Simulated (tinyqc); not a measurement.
Longitudinal sound in a periodic multilayer: transfer matrices, stop bands and folded phonons: one step, computed by the program tinyqc. Command: `OMP_NUM_THREADS=1 python tinyqc.py 3002801 3002802 out.jsonl multilayer walk`. One thread of a shared host (Intel(R) Xeon(R) Processor @ 2.30GHz), about 0.01 s of CPU time with the checks.

Layers 1 and 2 repeat with period d = d_1 + d_2; waves travel normal to the layers, without loss. State vector (u, s): displacement u and stress divided by omega. Impedances Z = rho v are in 1e6 kg/(m^2 s).

Task: Impedances, mean velocity and Bragg frequency. Z = rho v; interface reflection r = (Z_2 - Z_1)/(Z_2 + Z_1) (stress amplitude, from 1 into 2); Bragg frequency f_B = 1/[2 (d_1/v_1 + d_2/v_2)]; long-wave velocity v_eff = d/sqrt[(d_1/v_1)^2 + (d_2/v_2)^2 + (Z_1/Z_2 + Z_2/Z_1)(d_1/v_1)(d_2/v_2)].

Inputs (values chosen for the exercise, modelled on silicon (layer 1), germanium (layer 2) and silica (substrate)):
```
quantity,value,unit
density rho_1,2.36,g/cm^3
velocity v_1,8580,m/s
thickness d_1,3.85,nm
density rho_2,5.33,g/cm^3
velocity v_2,4970,m/s
thickness d_2,2.57,nm
substrate density,2.17,g/cm^3
substrate velocity,5950,m/s
```

Give: Z_1; Z_2; Z of the substrate; interface reflection r; Bragg frequency f_B; long-wave velocity v_eff.

Result:

Z_1 = 20.2488

Z_2 = 26.4901

Z of the substrate = 12.9115

interface reflection r = 0.1335

Bragg frequency f_B = 517.7 GHz

long-wave velocity v_eff = 6588 m/s

Caution: at these frequencies damping, strong in glasses, and rough interfaces, both left out here, can weaken the stop bands; layers only a few atoms thick are also beyond continuum acoustics.
